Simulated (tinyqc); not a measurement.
Worked calculation: optical transitions of a finite quantum well. Values are carried at full precision from step to step, so a last printed digit may differ when a step is redone from the rounded ones.

Each carrier sees a square well of width L with its own depth V and masses m (inside), mb (outside); c = hbar^2/2m0, k = sqrt(m E/c), kappa = sqrt(mb (V - E)/c), and level n solves k L + 2 atan[(k/m)/(kappa/mb)] = n pi. The envelope is cos(kz) for odd n and sin(kz) for even n inside, joins exp(-kappa (|z| - L/2)) outside, and is normalised to 1. Excitons and band mixing are left out.

Constants: hbar^2/2m0 = 3.80998211 eV angstrom^2; hc = 1239.841984 eV nm; fine-structure constant alpha = 0.007297352564.

Parameters, chosen for this exercise (near those of an InGaAs well in InAlAs; the results hold for these values, not for the real material):
- L = 53 angstrom (well width)
- Eg = 0.826 eV (gap of the well)
- Vc = 0.492 eV (conduction offset)
- Vv = 0.2 eV (valence offset)
- me = 0.0419 m0 (electron, well)
- meb = 0.0739 m0 (electron, barrier)
- mh = 0.382 m0 (heavy hole along z, well)
- mhb = 0.401 m0 (heavy hole, barrier)
- ml = 0.0539 m0 (light hole along z, well)
- mlb = 0.0864 m0 (light hole, barrier)
- Ns = 1.4 x 1e12/cm^2 (electrons in e1)
- n_r = 3.46 (refractive index)
- G = 8 meV (half width of the line)

## Confinement energies

Up to three levels for each carrier.

Levels:

| level | E (eV) | k (1/angstrom) | kappa (1/angstrom) |
|---|---|---|---|
| e1 | 0.1143 | 0.03546 | 0.08559 |
| e2 | 0.4359 | 0.06923 | 0.03300 |
| hh1 | 0.0215 | 0.04639 | 0.13708 |
| hh2 | 0.0836 | 0.09156 | 0.11067 |
| hh3 | 0.1741 | 0.13213 | 0.05218 |
| lh1 | 0.0690 | 0.03124 | 0.05451 |

## Interband transitions

From e1 and e2 to each hole level: E = Eg + E_e + E_h, wavelength hc/E, squared overlap of the envelopes, and the strength |<S|p|v>|^2 in units of P^2 at the subband edge: overlap^2 times 1/2 (hh) or 1/6 (lh) for light polarised in the plane (TE), times 0 (hh) or 2/3 (lh) along z (TM).

Transitions:

| pair | E (eV) | wavelength (nm) | overlap^2 | TE | TM |
|---|---|---|---|---|---|
| e1-hh1 | 0.9618 | 1289.1 | 0.9619 | 0.4809 | 0.0000 |
| e1-lh1 | 1.0093 | 1228.4 | 0.9809 | 0.1635 | 0.6540 |
| e1-hh2 | 1.0240 | 1210.8 | 0.0000 | 0.0000 | 0.0000 |
| e1-hh3 | 1.1145 | 1112.5 | 0.0325 | 0.0163 | 0.0000 |
| e2-hh1 | 1.2833 | 966.1 | 0.0000 | 0.0000 | 0.0000 |
| e2-lh1 | 1.3308 | 931.6 | 0.0000 | 0.0000 | 0.0000 |
| e2-hh2 | 1.3455 | 921.5 | 0.7425 | 0.3712 | 0.0000 |
| e2-hh3 | 1.4360 | 863.4 | 0.0000 | 0.0000 | 0.0000 |

The edge is e1-hh1 at 1289 nm. Pairs of opposite parity vanish exactly; e1-hh3 is allowed by parity and reaches 0.0325, only because the two envelopes leak differently into the barriers.

## Intersubband transitions from e1

z_1j = <1|z|j>; 1/m1 = <1|1/m|1>; f_1j = (m1/c)(E_j - E_1) z_1j^2, which sums to 1 over all bound and continuum states.

Transitions:

| pair | E (meV) | wavelength (micrometre) | \|z\| (angstrom) | f |
|---|---|---|---|---|
| 1-2 | 321.52 | 3.856 | 15.740 | 0.91256 |

m1 = 0.04365 m0
sum of f over bound states = 0.9126

The continuum carries the remaining 0.0874. With hard walls z_12 = 16 L/(9 pi^2) = 9.55 angstrom and f_12 = 256/(27 pi^2) = 0.9607.

## Absorption of one well

For light polarised along z (a real waveguide or Brewster geometry adds an angle factor), with all electrons in e1 and none in e2, the peak fractional absorption is 4 pi alpha Ns c f_12/(n_r m1 G) and the area under the Lorentzian line is pi G times that, c = hbar^2/2m0; 1e12/cm^2 = 1e-4/angstrom^2. EF - E1 = 2 pi c Ns/m1 at zero temperature.

peak absorption = 3.695 %
area = 92.86 % meV
EF - E1 = 76.8 meV

EF lies below e2, as assumed.

## Checks

- Sum of f over all levels of a difference grid (60 cells across the well) against 1: 0.999 against 1.000.
- The strength f_12 on that grid against the matched envelopes: both 0.913.

Run: tinyqc, `OMP_NUM_THREADS=1 python tinyqc.py 1281313 1281314 out.jsonl`; Intel(R) Xeon(R) Processor @ 2.30GHz, one thread, shared host; about 0.1 s of CPU time with all checks.
